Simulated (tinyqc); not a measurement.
Two-band k.p model of the X valleys of a zinc-blende crystal: one step. Shape of the lower band. Three cases, with inputs chosen for the exercise.

Question. Give x, k_m, dE and both masses.

With x = D/D0: for x < 1 the minima lie at k_m = sqrt(ml D0 (1 - x^2)/(4 c)), the hump at X has the height dE = (D0/4)(1 - x)^2 and the mass at the minimum is ml/(1 - x^2); the mass at X is ml/(1 - 1/x), negative for x < 1. For x > 1 the minimum is at X.

Constants: hbar^2/2m0 = 3.80998211 eV angstrom^2.

Case 1.

Values chosen (out of a larger set: of the order of those of AlAs; not measured data):
- D = 0.395 eV (splitting of the two conduction levels at X)
- D0 = 0.128 eV (coupling energy)
- ml = 0.667 m0 (mass along the axis from remote bands)

Case 2.

Values chosen (out of a larger set: of the order of those of GaP; not measured data):
- D = 0.349 eV (splitting of the two conduction levels at X)
- D0 = 0.487 eV (coupling energy)
- ml = 0.912 m0 (mass along the axis from remote bands)

Case 3.

Values chosen (out of a larger set: of the order of those of GaP; not measured data):
- D = 0.38 eV (splitting of the two conduction levels at X)
- D0 = 0.457 eV (coupling energy)
- ml = 0.922 m0 (mass along the axis from remote bands)

Give: x; k_m; dE; mass at the minimum; mass at X.

Answer.

Case 1.

x = 3.0859
k_m = 0.00000 1/angstrom
dE = 0.000 meV
mass at the minimum = 0.987 m0
mass at X = 0.987 m0

The splitting wins, so the minimum stays at X, with a mass raised by a factor of 1.48 through the repulsion from the upper band.

Case 2.

x = 0.7166
k_m = 0.11907 1/angstrom
dE = 9.776 meV
mass at the minimum = 1.875 m0
mass at X = -2.306 m0

The coupling wins over the splitting, so each X point carries two minima; the hump equals kT at 113 K.

Case 3.

x = 0.8315
k_m = 0.09237 1/angstrom
dE = 3.243 meV
mass at the minimum = 2.988 m0
mass at X = -4.550 m0

The coupling wins over the splitting, so each X point carries two minima; the hump equals kT at 38 K.

Computed by tinyqc, one run a case: `OMP_NUM_THREADS=1 python tinyqc.py N N+1 out.jsonl` with N = 1880132, 1880203, 1880236; one thread of a shared Intel(R) Xeon(R) Processor @ 2.30GHz, about 0.01 s a run at most.
